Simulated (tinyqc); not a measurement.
# Six-transistor SRAM cell, nodal equations and margins: two studies

Two cross-coupled inverters (pull-down bn, pull-up bp) hold the nodes Q and QB; access transistors (ba, threshold VTn, gate on the word line at Vdd when selected) join them to the bit lines. Transistor (EKV form, voltages against the body): I = 2 n b Vt^2 [F(vp - Vs) - F(vp - Vd)] from drain to source, F(v) = ln^2(1 + exp(v/(2 Vt))), vp = (Vg - VT + sg |Vd - Vs|)/n. n-channel bodies are at 0; for the p-channel device all voltages are counted down from Vdd. b in uA/V^2 gives I in uA. For an access transistor the bit line is the drain and the node the source. In a read both bit lines are at Vdd. The cell is symmetric (no mismatch).

Parameters, values chosen for the exercise: temperature T = 273 K; supply voltage Vdd = 0.6 V; slope factor n = 1.35; drain-induced barrier lowering sg = 0.063; n-channel threshold VTn = 0.37 V; p-channel threshold (magnitude) VTp = 0.42 V; gain factor of the pull-down transistor bn = 700 uA/V^2; gain factor of the access transistor ba = 700 uA/V^2; gain factor of the pull-up transistor bp = 180 uA/V^2.

Constants: q = 1.602176634e-19 C, kB = 1.380649e-23 J/K, Vt = kB T/q. Results are converted to the units shown.

Each table varies one quantity; the others keep the values above.

## Effect of the gain factor of the access transistor

f(x) is the node voltage of one half-cell for input x: In = Ip in hold, In = Ip + Ia in a read. Static noise margin: side of the largest square between the curve (x, f(x)) and its mirror image (f(y), y); with h(c) the root x of f(x) - x = c, it is the maximum over c > 0 of h(c) - h(-c) + c. Q is the low node in a read and Iread the current of its access transistor. The write trip is the voltage to which the bit line of the high node must fall (the other staying at Vdd) for that state to vanish; higher is easier, and a negative value means that a grounded bit line does not write.

The same in every row: hold margin (mV) = 230.3.

Effect of the gain factor of the access transistor:
```
ba (uA/V^2)  read margin (mV)  Q in a read (mV)  Iread (uA)  write trip (mV)
180                     144.1             24.91       3.657            89.72
240                     136.3             31.36       4.514            111.1
340                     126.7             40.71       5.689            134.4
470                     117.8             50.87       6.877            154.0
650                     108.9             62.27       8.102            172.1
910                     99.76             75.09       9.342            189.7
```

As ba goes from 180 to 910 uA/V^2, the read margin falls from 144 to 99.8 mV, the write trip rises from 89.7 to 190 mV and Iread rises from 3.66 to 9.34 uA. The read margin is 0.63 of the hold margin in the first row and 0.43 in the last. Read stability and write ability pull in opposite directions. At ba = 910 uA/V^2 the read margin is under 100 mV, which threshold mismatch, left out here, can use up in a large array.

## Effect of the supply voltage

Same model as above.

Effect of the supply voltage:
```
Vdd (V)  hold margin (mV)  read margin (mV)  Q in a read (mV)  Iread (uA)  write trip (mV)
0.4                 139.7             59.43             32.58      0.6167            124.8
0.5                 185.6             83.95             46.24       3.069            145.4
0.6                 230.3             106.9             65.02       8.380            176.1
0.7                 272.8             127.2             86.50       16.60            214.4
0.85                329.9             150.1             120.6       34.23            279.7
1                   377.4             163.4             155.3       58.14            349.7
```

What does the comparison show?

As Vdd goes from 0.4 to 1 V, the read margin rises from 59.4 to 163 mV, the write trip rises from 125 to 350 mV and Iread rises from 0.617 to 58.1 uA. The read margin is 0.43 of the hold margin in the first row and 0.43 in the last. For Vdd = 0.4 to 0.5 V the read margin is under 100 mV, which threshold mismatch, left out here, can use up in a large array.

tinyqc, about 0.2 s, one thread, Intel Xeon 2.30GHz (shared host): `OMP_NUM_THREADS=1 python tinyqc.py 2340117 2340118 out.jsonl`
